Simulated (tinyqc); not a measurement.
Conduction-band offset of an n-N heterojunction from carrier-profile moments: one step of the calculation.

Layer 1 (x < 0) accumulates electrons and layer 2 (x > 0) is depleted. Boltzmann statistics. The bands bend down by V1 in layer 1 and up by V2 in layer 2, with V1 + V2 = VD = dE + Vt ln[(N2/Nc2)/(N1/Nc1)].

Problem. Division of the diffusion potential. Sheet densities from the first integral: Q1 = sqrt((2 eps0 eps_r Vt N1/q)(exp(u1) - u1 - 1)) extra electrons, Q2 = sqrt((2 eps0 eps_r Vt N2/q)(exp(-u2) + u2 - 1)) missing ones, u = V/Vt; neutrality Q1 = Q2 + si. Q1 - Q2 rises steadily with V1, so V1 follows by bisection.

Parameters, values chosen for the exercise; values of the order of III-V alloys: temperature T = 300 K; relative permittivity of both layers eps_r = 13.1; density of states of the narrow-gap layer 1 Nc1 = 6.6e17 cm^-3; density of states of the wide-gap layer 2 Nc2 = 8.1e17 cm^-3; conduction-band offset dE = 0.18 eV; donor density in layer 1 N1 = 4.2e15 cm^-3; donor density in layer 2 N2 = 7.9e16 cm^-3; fixed charge at the interface si = 0 cm^-2.

Constants: q = 1.602176634e-19 C, kB = 1.380649e-23 J/K, Vt = kB T/q, eps0 = 8.8541878128e-14 F/cm where lengths are in cm. Results are converted to the units shown.

Wanted: VD; V1; V2; Q1; n at x = 0-; n at x = 0+.

Solution.

VD = 0.2506 V
V1 = 0.1150 V
V2 = 0.1356 V
Q1 = 3.545e11 cm^-2
n at x = 0- = 3.587e17 cm^-3
n at x = 0+ = 4.166e14 cm^-3

n drops across the interface by 861 = (Nc1/Nc2) exp(dE/Vt).

Range of the model: The accumulated density at the interface nears Nc1, where degeneracy and quantisation set in.

Computed by the program tinyqc: `OMP_NUM_THREADS=1 python tinyqc.py 2410114 2410115 out.jsonl`, one thread of a shared Intel Xeon 2.30GHz, about 0.1 s for the whole run.
